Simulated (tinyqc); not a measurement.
# Resistance of a source-drain extension with a graded tip: effect of the gate overdrive

y runs along the channel, the gate covers y > 0. The doping is N0 for y < y0 and N0 10^(-(y - y0)/la) beyond, uniform over the depth xj. Sheet conductance s(y) = q mu(N) max(N - Nch, 0) xj + (for y > 0) ma Cox Vo, with mu(N) = u0 + (u1 - u0)/(1 + (N/Nr)^au) and Cox = eps0 eox/tox. Current is taken as one-dimensional; depletion of the tip, spreading and the contact are left out. The metallurgical junction lies at yj, where N = Nch.

R_spacer = integral of dy/s from -Ls to 0, R_ov from 0 to yj, R_channel = (Lg - 2 yj)/(ma Cox Vo), R_total = 2 R_spacer + 2 R_ov + R_channel. Electrical length L_eff = ma Cox dR_total/d(1/Vo); R_series = R_total - L_eff/(ma Cox Vo).

Inputs (values chosen for the exercise); mobility law close to that of electrons in silicon: relative permittivity of the gate insulator (close to silicon dioxide) eox = 3.9; insulator thickness tox = 3.3 nm; active doping of the extension far from the gate N0 = 2.3e20 cm^-3; lateral abruptness la = 6.1 nm/decade; position under the gate where the fall begins (gate edge at 0) y0 = 3 nm; depth of the extension xj = 19 nm; channel doping Nch = 3.8e18 cm^-3; spacer length Ls = 10 nm; mobility of the gate-induced layer ma = 130 cm^2/(V s); mobility at low doping u1 = 1414 cm^2/(V s); mobility at high doping u0 = 68.5 cm^2/(V s); reference doping Nr = 9.2e16 cm^-3; exponent au = 0.711; gate length Lg = 90 nm.

Constants: q = 1.602176634e-19 C, eps0 = 8.8541878128e-14 F/cm where lengths are in cm. Results are converted to the units shown.

The same in every row: yj (nm) = 13.87; R_spacer (ohm um) = 1.972.

Effect of the gate overdrive:
```
Vo (V)	R_ov (ohm um)	R_channel (ohm um)	R_total (ohm um)	L_eff (nm)	R_series (ohm um)
0.15	42.54	3051	3140	62.79	63.06
0.3	33.85	1526	1597	63.24	47.53
0.45	29.10	1017	1079	63.65	39.46
0.6	25.92	762.8	818.6	64.02	34.27
0.75	23.57	610.2	661.3	64.35	30.56
0.9	21.74	508.5	556.0	64.67	27.75
1.05	20.25	435.9	480.3	64.96	25.53
1.2	19.01	381.4	423.4	65.24	23.72
```

As Vo goes from 0.15 to 1.2, R_total falls from 3140 to 423 ohm um, L_eff rises from 62.8 to 65.2 nm and R_series falls from 63.1 to 23.7 ohm um. Both extracted quantities depend on the overdrive at which they are taken.

Computed by the program tinyqc: `OMP_NUM_THREADS=1 python tinyqc.py 2282255 2282256 out.jsonl`, one thread of a shared Intel Xeon 2.30GHz, about 0.06 s for the whole run.
